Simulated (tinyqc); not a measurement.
Comparisons within one model: temperature and isotope dependence of a band gap in oscillator models. A value that a table varies takes the place of the one given here.

E(T) = E0 - sum_i sl_i th_i n_i(T), n = 1/(exp(th/T) - 1). The same coupling lowers the gap at 0 K by the zero-point term ZP = sum_i sl_i th_i/2, so the gap of the static lattice is E0 + ZP. Thermal expansion is taken as part of the slopes.

Two-parameter forms are made to pass through the falls at the two temperatures T12: Varshni aV T^2/(T + bV), from the line T^2/fall = (T + bV)/aV; one oscillator s1 t1/(exp(t1/T) - 1), with t1 from the ratio of the falls.

Constants: kB = 8.617333262e-05 eV/K; hbar^2/2m0 = 3.80998211 eV angstrom^2.

Values chosen for the exercise (near those of AlN; shifted at random, so the results belong to these values and not to a real crystal):
```
symbol  value             unit   meaning
E0      6.159             eV     gap at 0 K
th      (257, 962)        K      temperatures of two oscillators
sl      (0.1775, 0.6295)  meV/K  their high-temperature slopes
T12     (730, 1340)       K      temperatures of the fits
mm      1.01              m0     geometric mean of the density-of-states masses
T       77                K      temperature
```

## How far the fits carry

Falls of the gap from E0, and errors of the two fits against the model.

Results:
```
T (K)  fall (meV)  Varshni - model (meV)  one oscillator - model (meV)  fall/ZP
20           0.00                   0.46                          0.00    0.000
50           0.27                   2.53                         -0.27    0.001
100          3.82                   6.73                         -3.53    0.012
200         22.42                  15.54                         -8.79    0.069
300         59.21                  18.37                         -7.50    0.182
400        110.70                  15.64                         -4.91    0.340
600        237.87                   5.53                         -1.23    0.731
800        380.49                  -2.18                          0.39    1.169
```

What can be read from the table?

Below the first fit point the largest errors are +18.37 meV (Varshni, 300 K, on a fall of 59.21 meV) and -8.79 meV (one oscillator, 200 K); a T^2 law cannot freeze out; a single oscillator misses the soft modes. No row lies well beyond the second fit point, so the table does not test extrapolation to high T. The thermal fall equals ZP between 600 and 800 K.

## What the shift does to the intrinsic density

ni = 2 (mm kT/(4 pi c))^(3/2) exp(-E/2kT), c = hbar^2/2m0, with E(T) and with E0; 1 angstrom^-3 = 1e24 cm^-3. Apparent gap from an Arrhenius plot of ni/T^(3/2): E(T) - T dE/dT, dE/dT = -sum sl_i (th_i/T)^2 n_i (1 + n_i).

Results:
```
T (K)  E(T) (eV)  ni (cm^-3)  ni with E(T) / ni with E0  apparent gap (eV)
200       6.1366    6.67e-59                      1.916             6.1917
250       6.1204    3.95e-43                      2.450             6.2129
300       6.0998    1.48e-32                      3.143             6.2353
350       6.0755    5.82e-25                      3.992             6.2565
400       6.0483    3.10e-19                      4.982             6.2758
500       5.9876    3.65e-11                      7.311             6.3077
700       5.8510      0.0786                     12.841             6.3513
```

What does this show, and why?

Using E0 in place of E(T) understates ni by a factor that rises from 1.92 to 12.84, towards exp(sum sl/2kB) = 108.0. The slope of an Arrhenius plot returns neither E(T) nor E0 but the intercept of the tangent, 6.2353 eV at 300 K, which lies 76 meV above E0 and tends to the static gap 6.4846 eV.

## What each parameter does

Gap at T, slope -sum sl_i (th_i/T)^2 n_i (1 + n_i) and ZP. Each row changes one parameter from the base and keeps the others.

Results:
```
case                         E(T) (eV)  dE/dT (meV/K)  ZP (meV)
base                            6.1573        -0.0759    325.60
T = 117 K                       6.1531        -0.1320    325.60
E0 = 6.169 eV                   6.1673        -0.0759    325.60
th = (257, 1154) K              6.1573        -0.0755    386.03
sl = (0.2308, 0.6295) meV/K     6.1568        -0.0985    332.45
```

What does this show?

The largest shifts from the base row, up to three for each result and ties (the steps differ in size, so this ranks the rows, not the parameters). E(T) (eV): E0 +0.0100, T -0.0042, sl -0.0005; unchanged at the printed digits by th. dE/dT (meV/K): T -0.0561, sl -0.0227, th +0.0003; unchanged at the printed digits by E0. ZP (meV): th +60.43, sl +6.85; unchanged at the printed digits by T and E0.

Run: tinyqc, `OMP_NUM_THREADS=1 python tinyqc.py 1880499 1880500 out.jsonl`; Intel(R) Xeon(R) Processor @ 2.30GHz, one thread, shared host; about 0.01 s of CPU time with all checks.
